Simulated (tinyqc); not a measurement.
# From one set of inputs to another, one input at a time

Model: thermal boundary conductance by the acoustic and diffuse mismatch models. Computed by tinyqc, a small Python program. Command: `OMP_NUM_THREADS=1 python tinyqc.py 3030471 3030472 out.jsonl kapitza ladder`. One thread of a shared host (Intel(R) Xeon(R) Processor @ 2.30GHz), about 0.01 s of CPU time with the checks.

Each side has one longitudinal and two transverse Debye branches, omega = v q up to q_D = (6 pi^2 n)^(1/3), with n counting all atoms. Scattering at the interface is elastic. Electrons are left out of G, also for metals. Melting is ignored. G refers to the temperatures of the phonons sent towards the interface. Linear branches over all atoms overstate G at high T, most for crystals with several atoms a cell.

The inputs printed are set A. Set A is modelled on copper (side 1) and diamond (side 2); the values taken over come from a set modelled on silicon carbide (side 1) and silica (side 2). Inputs not listed in the table keep their values of set A, so the rows need not describe a real material.

Inputs (values chosen for the exercise, modelled on copper (side 1) and diamond (side 2)):

| quantity | value | unit |
|---|---|---|
| density rho_1 | 8.89 | g/cm^3 |
| longitudinal velocity vL_1 | 4790 | m/s |
| transverse velocity vT_1 | 2550 | m/s |
| atom density n_1 | 87 | 1/nm^3 |
| conductivity kappa_1 | 397 | W/(m K) |
| density rho_2 | 3.46 | g/cm^3 |
| longitudinal velocity vL_2 | 17200 | m/s |
| transverse velocity vT_2 | 12700 | m/s |
| atom density n_2 | 177 | 1/nm^3 |
| conductivity kappa_2 | 2140 | W/(m K) |
| temperature T | 50 | K |
| thickness d_1 | 9.7 | nm |
| thickness d_2 | 7100 | nm |
| heat flux J | 0.15 | kW/cm^2 |

Structure: film on a substrate.

Constants: hbar = 1.054571817e-34 J s; k_B = 1.380649e-23 J/K.

Method:
- omega_c = v q_D for each branch, given as hbar omega_c/k_B; impedance Z = rho v.
- No mode conversion. t(theta) = 4 Z_1 Z_2 cos(theta_1) cos(theta_2)/N^2, with N = Z_2 cos(theta_1) + Z_1 cos(theta_2) for L (the form for pressure waves) and N = Z_1 cos(theta_1) + Z_2 cos(theta_2) for both T branches (the form for shear waves polarised along the interface); sin(theta_2) = (v_2/v_1) sin(theta_1), and t = 0 beyond the critical angle arcsin(v_1/v_2); the mean over the incoming flux is alpha = 2 int t sin(theta_1) cos(theta_1) d theta_1 (64 Gauss-Legendre points).
- G = (k_B^4 T^3/(8 pi^2 hbar^3)) int W(x) x^4 e^x/(e^x - 1)^2 dx, x = hbar omega/(k_B T). Acoustic mismatch: W = sum over the three branches of alpha(1 to 2)/v_1^2, each up to the lower of its two cut-offs. Diffuse mismatch: W = S_1 S_2/(S_1 + S_2), where S_i sums 1/v^2 over the branches of side i still below their cut-off. Radiation limit: W = min(S_1, S_2). The integral is split at the four cut-offs (64 Gauss-Legendre points a piece, x at most 45).
- Boundary resistance R = 1/G and Kapitza length kappa_2/G use the diffuse value.
- In series: Delta T = J (d_1/kappa_1 + R + d_2/kappa_2), with bulk conductivities in the layers and one-dimensional flow.

Each row keeps all changes above it:

| input moved | from | to | G, diffuse mismatch (MW/(m^2 K)) | Kapitza length in side 2 (nm) | total rise Delta T (K) |
|---|---|---|---|---|---|
| set A | - | - | 18.349 | 1.1663e+05 | 8.6762e-02 |
| atom density n_2 (1/nm^3) | 177 | 65.7 | 18.349 | 1.1663e+05 | 8.6762e-02 |
| density rho_2 (g/cm^3) | 3.46 | 2.25 | 18.349 | 1.1663e+05 | 8.6762e-02 |
| thickness d_2 (nm) | 7100 | 95000 | 18.349 | 1.1663e+05 | 1.4837e-01 |
| thickness d_1 (nm) | 9.7 | 1300 | 18.349 | 1.1663e+05 | 1.5325e-01 |
| conductivity kappa_2 (W/(m K)) | 2140 | 1.44 | 18.349 | 7.8479e+01 | 9.9045e+01 |
| longitudinal velocity vL_1 (m/s) | 4790 | 12600 | 16.672 | 8.6372e+01 | 9.9053e+01 |
| density rho_1 (g/cm^3) | 8.89 | 3.27 | 16.672 | 8.6372e+01 | 9.9053e+01 |

Which inputs carry the difference?

G, diffuse mismatch goes from 18.3 to 16.7, a factor 0.909 in all. The largest single move comes from longitudinal velocity vL_1 (a factor 0.909). Kapitza length in side 2 goes from 117000 to 86.4, a factor 7.41e-4 in all. The largest single move comes from conductivity kappa_2 (a factor 6.73e-4). Total rise Delta T goes from 0.0868 to 99.1, a factor 1140 in all. The largest single move comes from conductivity kappa_2 (a factor 646). The single moves hold for this order of the switches; the total does not depend on the order.

Caution (all rows): kappa_2 is of room-temperature size, so the Kapitza length is only nominal at this T. Caution (all rows): the conductivities are of room-temperature size; at this T real values can differ much and free paths can be long. Caution (all rows): R from emitted-phonon temperatures is too large for use in series with Fourier layers, by up to a factor of about 2. Caution (rows set A, atom density n_2, density rho_2, thickness d_2): layers this thin are often below the phonon free path, where bulk conductivities and independent interfaces no longer hold. Caution (rows conductivity kappa_2, longitudinal velocity vL_1, density rho_1): the rise is not small against T, so constant conductivities fail; a rise of thousands of kelvin would destroy the stack.

Extremes, crossings and ranges named in words are read from the listed rows.
